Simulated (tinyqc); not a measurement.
# Permittivity and interface capacitance from two thicknesses

Inverse problem. 1/C = t/(eps0 ek) + 2/ci for planar capacitors that differ only in thickness. Find ek, ci and the EOT of the interfaces, 2 x 3.9 eps0/ci.

Constants: eps0 = 8.8541878128e-14 F/cm where lengths are in cm. Results are converted to the units shown.

C at t = 4.9 and 15 nm (uF/cm^2): [6.7734924, 2.2330432]

Solution. 1/C is a straight line in t: the slope gives ek and the intercept 2/ci. A single thickness would give only the effective permittivity; when the interfaces are a small part of 1/C, ci needs very accurate data.

ek = 38.0
ci = 1.00e3 uF/cm^2
EOT of the interfaces = 0.00691 nm

Program tinyqc, `OMP_NUM_THREADS=1 python tinyqc.py 2102157 2102158 out.jsonl`; Intel Xeon 2.30GHz, shared host, one thread, about 0.01 s.
